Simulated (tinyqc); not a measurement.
# Undoped symmetric double-gate MOSFET, analytic potential model: what changes with what

An undoped body of thickness ts between two equal insulators and tied gates; long channel, electrons only, n = ni exp((psi - V)/Vt) with V the quasi-Fermi potential (0 at the source, Vd at the drain), constant mobility, no quantisation. Across the body psi(x) = V - 2 Vt ln[(ts/(2 beta)) sqrt(q ni/(2 eps0 eps_r Vt)) cos(2 beta x/ts)], x from the centre. Q is the electron charge per area of the whole body.

Parameters, values chosen for the exercise; material values those of a made-up semiconductor:
- T = 300 K (temperature)
- Eg = 1.54 eV (band gap)
- eps_r = 12.5 (relative permittivity of the semiconductor)
- Nc = 5.11e17 cm^-3 (conduction-band density of states at T)
- Nv = 8.2e18 cm^-3 (valence-band density of states at T)
- eox = 21.6 (relative permittivity of the gate insulator)
- tox = 8.2 nm (insulator thickness)
- ts = 5 nm (body thickness)
- dphi = -0.11 V (gate work function less that of the intrinsic body)
- mu = 310 cm^2/(V s) (channel mobility)
- L = 1 um (gate length)
- Vd = 0.05 V (drain voltage)

Constants: q = 1.602176634e-19 C, kB = 1.380649e-23 J/K, Vt = kB T/q, eps0 = 8.8541878128e-14 F/cm where lengths are in cm. Results are converted to the units shown.

Each table varies one quantity; the others keep the values above.

## Transfer curve and volume inversion

ni = sqrt(Nc Nv) exp(-Eg/(2 Vt)), Eg in volts; r = eps_r tox/(eox ts); V0 = dphi + 2 Vt ln[(2/ts) sqrt(2 eps0 eps_r Vt/(q ni))]. beta (between 0 and pi/2) solves (Vg - V0 - V)/(2 Vt) = ln(beta) - ln(cos beta) + 2 r beta tan(beta). Q = 8 eps0 eps_r Vt beta tan(beta)/ts; I = mu (1/L)(4 eps0 eps_r/ts)(2 Vt)^2 [g(beta_s) - g(beta_d)] per width, g = beta tan(beta) - beta^2/2 + r beta^2 tan^2(beta), with beta_s at V = 0 and beta_d at V = Vd. The drop is psi(surface) - psi(centre) at the source end; C = dQs/dVg, Cg = 2 eps0 eox/tox; gm = dI/dVg.

Transfer curve and volume inversion:
```
Vg (V)  Qs (nC/cm^2)  drop (mV)       C/Cg  I (uA/um)  gm/I (1/V)
0.39       0.0047750  2.6965e-4  3.9595e-5  3.2737e-5      38.681
0.48         0.15498  0.0087513  0.0012832  0.0010632      38.648
0.57          4.8138    0.27136   0.038131   0.033659      37.665
0.65          61.373     3.3897    0.31935    0.51799      28.326
0.74          270.43     13.885    0.63057     3.1236      13.148
0.83          564.64     26.359    0.75434     7.4188      7.0964
0.92          895.59     37.956    0.81647     12.423      4.6685
1             1207.1     47.133    0.85083     17.183      3.5398
1.09          1570.2     56.256    0.87739     22.760      2.7664
```

The current rises from 3.27e-5 to 22.8 uA/um. In the first row gm/I is 38.7 1/V, within 0.01 % of 1/Vt: with no depletion charge the whole body follows the gate, and the swing is ideal. The drop between surface and centre goes from 2.7e-4 to 56.3 mV and passes Vt at Vg = 0.83 V among the rows; below that the density varies across the body by less than a factor of e (volume inversion). C reaches 0.88 of Cg in the last row. For Vg = 0.65 to 1.09 V the surface density at the source passes 0.3 Nc, where Boltzmann statistics fail. In every row the body is thin enough for quantum confinement, left out here, to raise the threshold.

## Output curve

Same model as above.

In this table Vg = 1.63 V.

Results:
```
Vd (V)  Qd (nC/cm^2)      Qd/Qs  I (uA/um)
0.19            3052     0.7862      204.2
0.35            2365     0.6091      338.4
0.52            1652     0.4256      444.2
0.69           972.2     0.2504      513.1
0.85           394.8     0.1017      546.7
1.02           19.59   0.005046      555.6
1.34        9.979e-5   2.570e-8      555.7
1.51        1.391e-7  3.582e-11      555.7
```

Estimate the missing row, Vd = 1.18 V.

Computed row:
```
Vd (V)  Qd (nC/cm^2)     Qd/Qs  I (uA/um)
1.18         0.04861  1.252e-5      555.7
```

With this row back in the table: The current rises from 204 to 556 uA/um, while the charge at the drain end falls from 0.79 to 3.6e-11 of that at the source. The current first comes within 1 % of its last value at Vd = 1.02 V among the rows. Over the last rows Qd falls by a factor of e for each Vt of drain voltage: the drain end is in weak inversion. In every row the surface density at the source passes 0.3 Nc, where Boltzmann statistics fail. In every row the body is thin enough for quantum confinement, left out here, to raise the threshold.

## Effect of the gate work function less that of the intrinsic body

Q = 8 eps0 eps_r Vt beta tan(beta)/ts; I = mu (1/L)(4 eps0 eps_r/ts)(2 Vt)^2 [g(beta_s) - g(beta_d)] per width, g = beta tan(beta) - beta^2/2 + r beta^2 tan^2(beta), with beta_s at V = 0 and beta_d at V = Vd.  I(low) is taken at Vg = 0.44 V, Qs and I(high) at Vg = 1.19 V.

Result of one run:
```
dphi (V)  V0 (V)  I(low) (nA/um)  Qs(high) (nC/cm^2)  I(high) (uA/um)
0.04      0.8365        6.841e-4                1367            19.64
```

What becomes of these results when the gate work function less that of the intrinsic body dphi is changed from 0.04 to -0.06 V, all else the same?

Result of the changed run:
```
dphi (V)  V0 (V)  I(low) (nA/um)  Qs(high) (nC/cm^2)  I(high) (uA/um)
-0.06     0.7365         0.03274                1776            25.93
```

The whole series:
```
dphi (V)  V0 (V)  I(low) (nA/um)  Qs(high) (nC/cm^2)  I(high) (uA/um)
-0.26     0.5365           70.83                2621            38.97
-0.21     0.5865           10.74                2407            35.67
-0.16     0.6365           1.565                2195            32.39
-0.11     0.6865          0.2264                1985            29.14
-0.06     0.7365         0.03274                1776            25.93
-0.01     0.7865        0.004732                1570            22.76
0.04      0.8365        6.841e-4                1367            19.64
```

As dphi goes from -0.26 to 0.04 V, I(low) falls from 70.8 to 6.84e-4 nA/um and I(high) falls from 39.0 to 19.6 uA/um. V0 rises from 0.537 to 0.837 V. In every row the surface density at the source at the higher gate voltage passes 0.3 Nc, where Boltzmann statistics fail. In every row the body is thin enough for quantum confinement, left out here, to raise the threshold.

Program tinyqc, `OMP_NUM_THREADS=1 python tinyqc.py 2440112 2440113 out.jsonl`; Intel Xeon 2.30GHz, shared host, one thread, about 0.03 s.
